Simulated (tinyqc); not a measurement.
Inside a calculation. Method: CIS on RHF in the 3-21g basis, for H2, spin multiplicity 1. One step of it, computed by the program tinyqc.

Task: CIS matrix, singlets. A(ia,jb) = (e_a - e_i) d_ij d_ab + 2 (ia|jb) - (ij|ab).

orbital energies (hartree): MO1 -0.621928, MO2 0.290116, MO3 0.873496, MO4 1.649539

Two-electron integrals over orbitals (pq|rs), unique and non-zero (hartree):
```
p,q,r,s,(pq|rs)
1,1,1,1,0.686816
2,1,2,1,0.079227
2,2,1,1,0.453176
2,2,2,2,0.406054
3,1,1,1,0.179682
3,1,2,2,0.049261
3,1,3,1,0.120322
3,2,2,1,-0.024930
3,2,3,2,0.037889
3,3,1,1,0.572648
3,3,2,2,0.403400
3,3,3,1,0.133901
3,3,3,3,0.505690
4,1,2,1,-0.078436
4,1,3,2,-0.016690
4,1,4,1,0.140347
4,2,1,1,-0.144286
4,2,2,2,-0.053169
4,2,3,1,-0.073566
4,2,3,3,-0.100785
4,2,4,2,0.065871
4,3,2,1,-0.079796
4,3,3,2,0.002268
4,3,4,1,0.122022
4,3,4,3,0.123696
4,4,1,1,0.703325
4,4,2,2,0.465045
4,4,3,1,0.213780
4,4,3,3,0.593643
4,4,4,2,-0.169570
4,4,4,4,0.786624
```

Give: CIS matrix A, singlet.

Result:

CIS matrix A, singlet (hartree):
```
,1>2,1>3,1>4
1>2,0.6173,0.0000,-0.0126
1>3,0.0000,1.1634,0.0000
1>4,-0.0126,0.0000,1.8488
```
